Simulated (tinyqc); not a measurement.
Relaxation at fixed composition: composition and strain of an epitaxial Si(1-x)Ge(x) layer from Raman and X-ray peaks. Computed by tinyqc, a small Python program. Command: `OMP_NUM_THREADS=1 python tinyqc.py 3008617 3008618 out.jsonl epiraman walk`. One thread of a shared host (Intel(R) Xeon(R) Processor @ 2.30GHz), about 0.01 s of CPU time with the checks.

A (001) layer, biaxially strained in the plane. The Raman peaks follow empirical lines omega = w0 + c1 x + c3 x^3 + b eps (c3 for Si-Ge alone), with eps the in-plane strain.

Inputs (values chosen for the exercise, modelled on silicon-germanium):
```
quantity                        value      unit
Ge fraction x                    0.45         -
lattice constant of Si          5.431  angstrom
lattice constant of Ge          5.658  angstrom
bowing B                        0.025  angstrom
2 C12/C11 of Si                 0.776         -
2 C12/C11 of Ge                 0.751         -
Si-Si: w0                       520.4      1/cm
Si-Si: c1                       -64.5      1/cm
Si-Si: strain coefficient b      -680      1/cm
Ge-Ge: w0                       280.1      1/cm
Ge-Ge: c1                        20.2      1/cm
Ge-Ge: strain coefficient b      -471      1/cm
X-ray wavelength             1.540598  angstrom
```

Substrate: silicon.

Method:
- Relaxed lattice constant a(x) = a_Si + (a_Ge - a_Si) x - B x (1 - x).
- In-plane constant a_par = a_sub + R (a(x) - a_sub); eps = a_par/a(x) - 1; eps_perp = -(2 C12/C11) eps with 2 C12/C11 linear in x; a_perp = a(x) (1 + eps_perp).
- (004) Bragg angle theta = arcsin(2 lambda/a), with a = a_perp for the layer and a_sub for the substrate; separation = layer less substrate. The apparent x is the one that a fully strained layer (R = 0) would need to give the same a_perp.

Signatures; columns: (1) R; (2) eps (per mille); (3) Si-Si (1/cm); (4) Ge-Ge (1/cm); (5) a_perp (angstrom); (6) (004) separation (arcsec); (7) apparent x if R = 0 is assumed:
```
(1)       (2)     (3)     (4)     (5)      (6)      (7)
0.00  -17.363  503.18  297.37  5.6003  -4267.0  0.45000
0.15  -14.758  501.41  296.14  5.5893  -3999.3  0.42197
0.30  -12.154  499.64  294.91  5.5783  -3730.2  0.39378
0.50   -8.681  497.28  293.28  5.5637  -3369.4  0.35595
0.70   -5.209  494.92  291.64  5.5490  -3006.3  0.31783
0.85   -2.604  493.15  290.42  5.5380  -2732.5  0.28905
1.00    0.000  491.38  289.19  5.5270  -2457.3  0.26010
```

What follows from these numbers?

Full relaxation moves the Si-Si peak by -11.81 per cm and shrinks the X-ray separation to 58 % of its strained value, about 1/(1 + 2 C12/C11). A symmetric reflection alone cannot part x from R: a relaxed layer read as strained gives x = 0.260 in place of 0.45. An asymmetric reflection or a second peak is needed.

Extremes, crossings and ranges named in words are read from the listed rows.
